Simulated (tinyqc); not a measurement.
Landau-Devonshire theory of a uniaxial ferroelectric: one step, computed by the program tinyqc. Command: `OMP_NUM_THREADS=1 python tinyqc.py 3028869 3028870 out.jsonl ferro walk`. One thread of a shared host (Intel(R) Xeon(R) Processor @ 2.30GHz), about 0.01 s of CPU time with the checks.

G(P) = (alpha/2) P^2 + (beta*/4) P^4 + (gamma/6) P^6 - E P per volume, SI units, one domain, P along the polar axis.

Task: A capacitor with imperfect screening. Between shorted electrodes with screening length lambda each, the depolarising field is -k P, k = 2 lambda/(eps_0 (d + 2 lambda eps_b)), so alpha turns into alpha + k. Ps^2 = [-beta* + sqrt(beta*^2 - 4 alpha gamma)]/(2 gamma). The polar state is the lowest uniform state while alpha + k < 0 (beta* > 0) or < 3 beta*^2/(16 gamma) (beta* < 0); setting the equality gives the critical thickness d_c.

Inputs (values chosen for the exercise, for a model ferroelectric):

| quantity | value | unit |
|---|---|---|
| Curie-Weiss temperature T0 | 890 | K |
| temperature T | 444 | K |
| film thickness d | 3.4 | nm |
| screening length lambda | 0.043 | nm |
| background permittivity eps_b | 5 | - |

Sample: free crystal.

alpha = -1.119460e+08 J m/C^2

beta* = 1.06e+09 J m^5/C^4

Constants: eps_0 = 8.8541878128e-12 F/m.

Give: depolarising coefficient k; polarisation of the film; size of the depolarising field; critical thickness d_c.

Result:

depolarising coefficient k = 2.536e+09 J m/C^2

polarisation of the film = 0 microcoulomb/cm^2

size of the depolarising field = 0 MV/m

critical thickness d_c = 86.33 nm

The film is thinner than d_c, so the uniform polar state is not the lowest one; a real film may break into domains or be non-polar.
